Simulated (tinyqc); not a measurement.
# Crystal pulling from the melt: segregation, interface stability, heat balance and point-defect regime, step by step

A worked calculation. Computed by tinyqc, a small Python program that keeps every step. Command: `OMP_NUM_THREADS=1 python tinyqc.py 3013223 3013224 out.jsonl pull walk`. One thread of a shared host (Intel(R) Xeon(R) Processor @ 2.30GHz), about 0.01 s of CPU time with the checks. Intermediate numbers are printed to about 6 digits and carried at full precision; extremes and crossings named in words are read from the listed rows.

A dilute solute; steady pulling with a flat interface unless it is found unstable.

Inputs (values chosen for the exercise, for a model semiconductor):

| quantity | value | unit |
|---|---|---|
| equilibrium coefficient k0 | 0.002 | - |
| initial melt concentration C0 | 2.3e+16 | 1/cm^3 |
| diffusivity in the melt D | 0.00024 | cm^2/s |
| kinematic viscosity nu | 0.0037 | cm^2/s |
| crystal rotation | 5 | rpm |
| pull rate V | 1.4 | mm/min |
| gradient in the melt G_L | 4.6 | K/cm |
| solid conductivity k_S | 23.8 | W/(m K) |
| melt conductivity k_L | 60.6 | W/(m K) |
| latent heat per volume L | 4160 | J/cm^3 |
| melting point T_m | 1685 | K |
| interface energy gamma | 0.44 | J/m^2 |
| frozen fraction g | 0.7 | - |
| critical ratio xi_c | 0.13 | mm^2/(min K) |

Loss from the melt surface: none.

Constants: k_B = 1.380649e-23 J/K.

## Boundary layer and effective coefficient

delta = 1.61 D^(1/3) nu^(1/6) omega^(-1/2), omega = 2 pi rpm/60; k_eff = k0/[k0 + (1 - k0) exp(-V delta/D)] (Burton, Prim and Slichter); the melt at the interface is enriched by k_eff/k0.

boundary layer delta = 543.789 micrometre

V delta/D = 0.528684

k_eff = 0.00338867

enrichment at the interface = 1.69434

k_eff has moved 0.1 % of the way from k0 to 1. A 10 % ripple of V gives striations of 5.27 % in C_s, since d ln k_eff/d ln V = (1 - k_eff) V delta/D.

## Concentration at the frozen fraction g

Axial profile: C_s = k_eff C0 (1 - g)^(k_eff - 1); bulk melt C_L = C_s/k_eff. Usable fraction: the g at which C_s has changed by 30 % from its first value (0.99 at most).

C_s = 2.58741e+14 1/cm^3

C_L = 7.63545e+16 1/cm^3

usable fraction = 0.231455

C_s rises along the crystal.

## Heat balance and the ratio V/G

k_S G_S = k_L G_L + L V; the largest rate for this G_S, with G_L = 0, is k_S G_S/L. Voronkov: the crystal grows vacancy-rich if V/G_S > xi_c and interstitial-rich if below; at fixed G_L the neutral rate solves V = xi_c G_S(V).

gradient in the solid G_S = 52.4969 K/cm

largest rate = 1.80206 mm/min

V/G_S = 0.266682 mm^2/(min K)

neutral pull rate = 0.245078 mm/min

V/G_S is 2.05 xi_c: vacancies survive and can cluster into voids. Latent heat makes up 78 % of the flux.

## Constitutional supercooling

Liquidus slope per concentration (van 't Hoff): |m| = k_B T_m^2 (1 - k0)/L. Solute gradient at the interface: G_C = (V/D) C_s (1 - k0)/k0. Constitutional supercooling sets in when |m| G_C > G_L. Critical C_s from the equality.

|m| = 9.40417e-21 K cm^3

|m| G_C = 0.0118046 K/cm

critical C_s = 1.00826e+17 1/cm^3

ratio |m| G_C/G_L = 0.00256622

The interface is stable by this test, with a margin of 390.

## Morphological stability

Liquidus slope per concentration (van 't Hoff): |m| = k_B T_m^2 (1 - k0)/L. Solute gradient at the interface: G_C = (V/D) C_s (1 - k0)/k0. Constitutional supercooling sets in when |m| G_C > G_L. Mullins-Sekerka for a thick solute layer: a ripple of wave number w grows if S(w) = -Gam w^2 - G* + |m| G_C (w* - V/D)/(w* - (1 - k0) V/D) > 0, Gam = gamma T_m/L, G* = (k_S G_S + k_L G_L)/(k_S + k_L), w* = V/(2D) + sqrt((V/(2D))^2 + w^2). The critical C_s is that at which the maximum of S over w is zero.

critical C_s, Mullins-Sekerka = 3.97488e+17 1/cm^3

wavelength at onset = 2582.57 micrometre

ratio to the constitutional value = 3.94232

The full theory allows 3.94 times more solute: the weighted gradient G* replaces G_L, and capillarity and lateral diffusion help. At g the interface is stable. Caution: the onset wavelength exceeds the stirred boundary layer, so flow cuts off the solute field assumed in this theory.

## Along the crystal

Axial profile: C_s = k_eff C0 (1 - g)^(k_eff - 1); bulk melt C_L = C_s/k_eff.

Axial profile:

| g | C_s (1/cm^3) | C_s/C_s(0) | the same for k0, no loss | C_s over constitutional limit | C_s over Mullins-Sekerka limit |
|---|---|---|---|---|---|
| 0.00 | 7.79395e+13 | 1.0000 | 1.0000 | 0.0007730 | 0.00019608 |
| 0.20 | 9.73507e+13 | 1.2491 | 1.2494 | 0.0009655 | 0.00024492 |
| 0.40 | 1.29675e+14 | 1.6638 | 1.6650 | 0.0012861 | 0.00032624 |
| 0.60 | 1.94245e+14 | 2.4922 | 2.4954 | 0.0019265 | 0.00048868 |
| 0.75 | 3.10297e+14 | 3.9813 | 3.9889 | 0.0030776 | 0.00078065 |
| 0.85 | 5.16267e+14 | 6.6239 | 6.6414 | 0.0051204 | 0.00129883 |
| 0.92 | 9.65941e+14 | 12.3935 | 12.4370 | 0.0095803 | 0.00243012 |
| 0.97 | 2.56730e+15 | 32.9396 | 33.1004 | 0.0254627 | 0.00645881 |

C_s changes by a factor 32.9 up to g = 0.97, against 33.1 for k0 without loss. Neither limit is reached.

Checks made by the program: the striation formula against a difference (relative difference below 1e-10).
